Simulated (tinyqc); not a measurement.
What each parameter does: exciton in an atomically thin sheet (Rytova-Keldysh potential).

Relative motion in the plane with V(k) = -2 pi q/(k (kap + r0 k)), q = e^2/(4 pi eps0), c = hbar^2/2m0. Normalised Gaussians exp(-a_i r^2): with A = a_i + a_j, S_ij = 2 sqrt(a_i a_j)/A, T_ij = (4c/mu)(a_i a_j/A) S_ij, V_ij = -q S_ij times the integral over k from 0 to infinity of exp(-k^2/4A)/(kap + r0 k).

Converged values use 20 Gaussians with exponents 2^i/b^2, i = -11 to 8, b the larger of a0 kap/(2 mu) and sqrt(a0 r0/mu), a0 = 0.5291772 angstrom; p states use r exp(i theta) exp(-a r^2).

Constants: hbar^2/2m0 = 3.80998211 eV angstrom^2; e^2/(4 pi eps0) = 14.39964547 eV angstrom.

Values chosen for the exercise (near those of a MoSe2 monolayer; not measured data): me = 0.535 m0 (electron mass); mh = 0.564 m0 (hole mass); kap = 2.45 (mean dielectric constant of the surroundings); r0 = 53.5 angstrom (screening length of the sheet); Eg = 1.907 eV (gap, in these surroundings).

1/mu = 1/me + 1/mh; converged values. Eg is held fixed when kap or r0 changes: the shrinking of the gap by stronger screening, which offsets most of the shift of the 1s line, is left out.

Results for these values:

| case | 1s binding (meV) | 2s - 1s (meV) | 2s - 2p (meV) | 1s line (eV) |
|---|---|---|---|---|
| base | 277.6 | 179.3 | 27.7 | 1.629 |

What happens to each result for r0 = 64.2 angstrom, all else kept?

Answer: 1s binding falls from 277.6 to 246.2; 2s - 1s falls from 179.3 to 155.5; 2s - 2p falls from 27.7 to 24.9; 1s line rises from 1.629 to 1.661.

The same for each parameter in turn:

| case | 1s binding (meV) | 2s - 1s (meV) | 2s - 2p (meV) | 1s line (eV) |
|---|---|---|---|---|
| base | 277.6 | 179.3 | 27.7 | 1.629 |
| me = 0.642 m0 | 286.3 | 182.9 | 28.8 | 1.621 |
| mh = 0.451 m0 | 266.5 | 174.5 | 26.3 | 1.641 |
| kap = 3.19 | 228.5 | 156.9 | 21.3 | 1.679 |
| r0 = 64.2 angstrom | 246.2 | 155.5 | 24.9 | 1.661 |
| Eg = 2 eV | 277.6 | 179.3 | 27.7 | 1.722 |

Computed by tinyqc, a small Python program: `OMP_NUM_THREADS=1 python tinyqc.py 1280761 1280762 out.jsonl` (the numbers bound the seed that draws the inputs); one thread of a shared host (Intel(R) Xeon(R) Processor @ 2.30GHz), about 0.03 s for the whole set of steps.
